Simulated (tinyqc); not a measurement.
Thermal stress, cracking, delamination and buckling of a thin film; Griffith cracks and misfitting inclusions: one step, computed by the program tinyqc. Command: `OMP_NUM_THREADS=1 python tinyqc.py 3016853 3016854 out.jsonl filmcrack walk`. One thread of a shared host (Intel(R) Xeon(R) Processor @ 2.30GHz), about 0.01 s of CPU time with the checks.

Isotropic linear elasticity; the substrate is much thicker than the film; stress is positive in tension.

Question. Griffith crack in the substrate. Through crack of length 2a in plane strain: K_Ic = sqrt(2 gamma_s E_s/(1 - nu_s^2)); fracture stress = K_Ic/sqrt(pi a). An edge crack of depth a has K larger by 1.1215.

Inputs (values chosen for the exercise, modelled on a tungsten film on silicon):
```
quantity                          value        unit
substrate Young's modulus E_s       166         GPa
substrate Poisson ratio nu_s       0.22           -
flaw half length a                  8.8  micrometre
substrate surface energy gamma_s    1.9       J/m^2
```

Give: toughness K_Ic; fracture stress, inner crack; fracture stress, edge crack.

Answer.

toughness K_Ic = 0.81418 MPa m^0.5

fracture stress, inner crack = 154.85 MPa

fracture stress, edge crack = 138.07 MPa

The inner crack lowers the strength to 0.9 % of the ideal E_s/10.
